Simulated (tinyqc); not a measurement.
Raising the sheet density: inversion layer as a triangular well, valleys of the Si type.

Six ellipsoidal valleys with their long axes along the cube axes, mass ml along the axis and mt across it. For a valley whose axis makes the angle theta with the surface normal, 1/m_z = cos^2(theta)/ml + sin^2(theta)/mt sets the confinement; in the plane the masses are m_1 = mt and m_2 = ml mt/m_z, and m_d = sqrt(m_1 m_2).

The field is taken as constant, e F = 4 pi (e^2/4 pi eps0)(Nd + eta Ns)/eps, with 1e12/cm^2 = 1e-4/angstrom^2, and the oxide as a hard wall at z = 0; c = hbar^2/2m0.

Level j of a valley lies at E_j = a_j (c (e F)^2/m_z)^(1/3) above the band edge at the surface, with the Airy zeros a_j = 2.338107, 4.087949, 5.520560, 6.786708, 7.944134, 9.022651, 10.040174, 11.008524, 11.936016, 12.828777, and has <z> = 2 E_j/(3 e F).

Subband i holds n_i = g m_d/(2 pi c) kB T ln(1 + exp((EF - E_i)/kB T)) (spin included), and EF is fixed by sum n_i = Ns over the levels listed or, where none are listed, over j = 0 to 9 of each group; 1e12/cm^2 = 1e-4/angstrom^2.

Constants: hbar^2/2m0 = 3.80998211 eV angstrom^2; e^2/(4 pi eps0) = 14.39964547 eV angstrom; kB = 8.617333262e-05 eV/K.

Parameters, chosen for this exercise (near those of Si; the results hold for these values, not for the real material): ml = 0.925 m0 (longitudinal mass); mt = 0.189 m0 (transverse mass); eps = 11.7 (dielectric constant); Nd = 0.17 x 1e12/cm^2 (depletion charge); eta = 0.75 (share of Ns in the effective field); face = 111 (surface); T = 400 K (temperature); Nss = (0.5, 1, 2, 4, 7, 10, 14) x 1e12/cm^2 (sheet densities).

Valleys (masses in m0):
```
valleys g  cos^2(theta)      m_z      m_1      m_2      m_d
6               0.33333  0.25722  0.18900  0.67967  0.35841
```

The field, the ladders and EF anew for each Ns.

Results:
```
Ns (1e12/cm^2)  F (MV/cm)  lowest E (eV)  next - lowest (meV)  EF - lowest (meV)  share of lowest (%)  <z> (angstrom)
0.5                 0.084         0.0512                 38.3             -157.8                 63.3            58.6
1.0                 0.142         0.0726                 54.4             -126.8                 77.2            41.9
2.0                 0.258         0.1081                 80.9              -97.2                 89.6            30.4
4.0                 0.490         0.1657                124.0              -69.4                 97.0            23.1
7.0                 0.838         0.2369                177.3              -47.5                 99.3            18.9
10.0                1.186         0.2987                223.5              -33.3                 99.8            16.8
14.0                1.650         0.3722                278.5              -19.3                100.0            15.0
```

How do the results move, and what explains it?

Levels scale as F^(2/3): the field grows by 19.58 and the lowest level by 7.26. The layer thins from 58.6 to 15.0 angstrom. EF stays below the lowest edge throughout. The share of the lowest subband rises throughout: the spacing grows faster than the band fills.

Computed by tinyqc, a small Python program: `OMP_NUM_THREADS=1 python tinyqc.py 1252623 1252624 out.jsonl` (the numbers bound the seed that draws the inputs); one thread of a shared host (Intel(R) Xeon(R) Processor @ 2.30GHz), about 0.02 s for the whole set of steps.
